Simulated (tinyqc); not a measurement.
Convergence with cell size: Koster-Slater impurity in a tight-binding band, by Green functions and by supercells. Computed by tinyqc, a small Python program. Command: `OMP_NUM_THREADS=1 python tinyqc.py 3020460 3020461 out.jsonl kosterslater walk`. One thread of a shared host (Intel(R) Xeon(R) Processor @ 2.30GHz), about 0.04 s of CPU time with the checks.

One orbital per site, e(k) = -2 t sum cos(k_i) over 2 direction(s), band from -4 t to 4 t, lattice constant 1. One site has the extra energy U. Spin is left out.

Inputs (values chosen for the exercise, for a model band): hopping t = 0.88 eV; impurity potential U = -2.02 eV.

Lattice: square.

Method:
- Outside the band G0(E) = (2/(pi E)) K(m), m = 16 t^2/E^2, K the complete elliptic integral with parameter m.
- A bound state solves 1/U = G0(E).
- Bisection in ln(distance from the edge) between 1e-5 t and |U| + t. Weight on the impurity site: -1/(U^2 dG0/dE), by a central difference with step min(1e-4 t, distance/30). Decay length along an axis: 1/arccosh(1 + distance/(2 t)).
- In a periodic cell of N sites along each direction with Bloch vector K, the level solves 1/U = N^-d sum_k 1/(E - e(k)), k_i = (2 pi m_i + K_i)/N, m_i = 0..N-1; the outermost root on the side of U is taken (bisection). d is the number of directions. Gamma means K_i = 0, the zone corner K_i = pi, the quarter point K_i = pi/2.
- Even N; errors against the isolated level E_b, set to 0 below 1e-6 t.

level E_b = -3.63010 eV

decay length = 2.84177 sites

Error of the level (eV):
```
N   sites        Gamma      corner  quarter point
2       4  -6.1443e-01  1.6101e+00     3.1145e-01
4      16  -1.7319e-01  3.1145e-01     3.6879e-02
6      36  -7.1686e-02  9.7034e-02     6.8654e-03
8      64  -3.3032e-02  3.6879e-02     1.4626e-03
12    144  -7.3576e-03  6.8654e-03     7.4074e-05
16    256  -1.6048e-03  1.4626e-03     3.9115e-06
```

What follows from these numbers?

The error at Gamma falls exponentially, between the last two resolved rows by exp(-0.381) per site against 1/(decay length) = 0.352; the rest is the power-law prefactor of the Green function. Gamma and the corner err in opposite directions. No listed cell reaches 1 meV at Gamma; at the quarter point N = 12 is enough.

Extremes, crossings and ranges named in words are read from the listed rows.
